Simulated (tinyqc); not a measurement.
Changing the mobility mu2: Hall effect and magnetoresistance of several carrier groups with constant relaxation times. Computed by tinyqc, a small Python program. Command: `OMP_NUM_THREADS=1 python tinyqc.py 3009907 3009908 out.jsonl hall2 sweep`. One thread of a shared host (Intel(R) Xeon(R) Processor @ 2.30GHz), about 0.01 s of CPU time with the checks.

Group 1 has charge -e and group 2 charge -e; s_i is that sign. B lies along z; mu B is formed with mu in m^2/(V s).

Inputs (values chosen for the exercise, for a model conductor):

| quantity | value | unit |
|---|---|---|
| density n1 | 4.4e+17 | 1/cm^3 |
| mobility mu1 | 100000 | cm^2/(V s) |
| density n2 | 4e+18 | 1/cm^3 |
| magnetic field B | 0.28 | T |

Carriers: two electron groups. Densities: per volume.

Constants: e = 1.602176634e-19 C.

Method:
- sigma_xx = sum n_i e mu_i/(1 + mu_i^2 B^2); sigma_xy = sum s_i n_i e mu_i^2 B/(1 + mu_i^2 B^2).
- rho_xx = sigma_xx/(sigma_xx^2 + sigma_xy^2); Hall coefficient R_H = sigma_xy/(B (sigma_xx^2 + sigma_xy^2)), with B in V s/cm^2 (1 T = 1e-4 V s/cm^2); magnetoresistance MR = rho_xx(B)/rho_xx(0) - 1. Apparent density 1/(e |R_H|); Hall mobility |R_H|/rho_xx.
- Weak field: R_H(0) = sum s_i n_i mu_i^2/(e (sum n_i mu_i)^2); MR = c B^2 with c = n1 n2 mu1 mu2 (s1 mu1 - s2 mu2)^2/(n1 mu1 + n2 mu2)^2. Strong field: R_H = 1/(e sum s_i n_i); rho_xx saturates at (n1/mu1 + n2/mu2)/(e (sum s_i n_i)^2).

One run for each value:

| mobility mu2 (cm^2/(V s)) | magnetoresistance MR (%) | Hall coefficient R_H (cm^3/C) | Hall mobility (cm^2/(V s)) | coefficient c (1/T^2) |
|---|---|---|---|---|
| 1000 | 5.501e+01 | -11.27 | 55908 | 7.487e+00 |
| 1900 | 7.834e+01 | -8.80 | 40788 | 1.209e+01 |
| 3700 | 8.495e+01 | -5.52 | 28130 | 1.747e+01 |
| 7000 | 6.548e+01 | -3.08 | 21492 | 2.055e+01 |
| 13000 | 3.842e+01 | -1.94 | 21509 | 1.879e+01 |
| 26000 | 1.554e+01 | -1.51 | 31049 | 1.144e+01 |
| 50000 | 3.868e+00 | -1.42 | 53431 | 3.695e+00 |
| 95000 | 2.081e-02 | -1.41 | 95478 | 2.325e-02 |

Describe and explain the trends.

Over the rows, magnetoresistance MR (%) goes from 55.0 through a maximum among these rows, 85.0 at 3700, to 0.0208; Hall coefficient R_H (cm^3/C) rises from -11.3 to -1.41 (exponent d ln y / d ln x -0.39 between the first rows and -0.015 between the last); Hall mobility (cm^2/(V s)) goes from 55900 through a minimum among these rows, 21500 at 7000, to 95500. For groups of one sign MR vanishes both when group 2 carries nothing and when the mobilities are equal.

Extremes, crossings and ranges named in words are read from the listed rows.
